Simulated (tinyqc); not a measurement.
Undoped symmetric double-gate MOSFET, analytic potential model: two steps of the calculation.

An undoped body of thickness ts between two equal insulators and tied gates; long channel, electrons only, n = ni exp((psi - V)/Vt) with V the quasi-Fermi potential (0 at the source, Vd at the drain), constant mobility, no quantisation. Across the body psi(x) = V - 2 Vt ln[(ts/(2 beta)) sqrt(q ni/(2 eps0 eps_r Vt)) cos(2 beta x/ts)], x from the centre. Q is the electron charge per area of the whole body.

Values chosen for this exercise; material values close to those of silicon: temperature T = 273 K; band gap Eg = 1.11 eV; relative permittivity of the semiconductor eps_r = 11.7; conduction-band density of states at T Nc = 2.47e19 cm^-3; valence-band density of states at T Nv = 2.31e19 cm^-3; relative permittivity of the gate insulator eox = 4.04; insulator thickness tox = 3.3 nm; body thickness ts = 12 nm; gate work function less that of the intrinsic body dphi = -0.03 V; channel mobility mu = 180 cm^2/(V s); gate length L = 0.2 um; drain voltage Vd = 0.8 V.

Constants: q = 1.602176634e-19 C, kB = 1.380649e-23 J/K, Vt = kB T/q, eps0 = 8.8541878128e-14 F/cm where lengths are in cm. Results are converted to the units shown.

Question 1. Constants of the body. ni = sqrt(Nc Nv) exp(-Eg/(2 Vt)), Eg in volts; r = eps_r tox/(eox ts); V0 = dphi + 2 Vt ln[(2/ts) sqrt(2 eps0 eps_r Vt/(q ni))].

Wanted: ni; r; V0.

Answer 1.

ni = 1.3566e9 cm^-3
r = 0.79641
V0 = 0.44639 V

Question 2. Charges and drain current. beta (between 0 and pi/2) solves (Vg - V0 - V)/(2 Vt) = ln(beta) - ln(cos beta) + 2 r beta tan(beta). Q = 8 eps0 eps_r Vt beta tan(beta)/ts; I = mu (1/L)(4 eps0 eps_r/ts)(2 Vt)^2 [g(beta_s) - g(beta_d)] per width, g = beta tan(beta) - beta^2/2 + r beta^2 tan^2(beta), with beta_s at V = 0 and beta_d at V = Vd.

beta_s = 1.3695361
beta_d = 0.012440548
r = 0.79641089

Wanted: Qs; Qd; g(beta_s); g(beta_d); I.

Answer 2.

Qs = 1091 nC/cm^2
Qd = 0.02515 nC/cm^2
g(beta_s) = 41.66
g(beta_d) = 7.741e-5
I = 286.6 uA/um

The term r beta^2 tan^2(beta), which gives the square law, makes up 86.1 % of g at the source.

Program tinyqc, `OMP_NUM_THREADS=1 python tinyqc.py 2440078 2440079 out.jsonl`; Intel Xeon 2.30GHz, shared host, one thread, about 0.01 s.
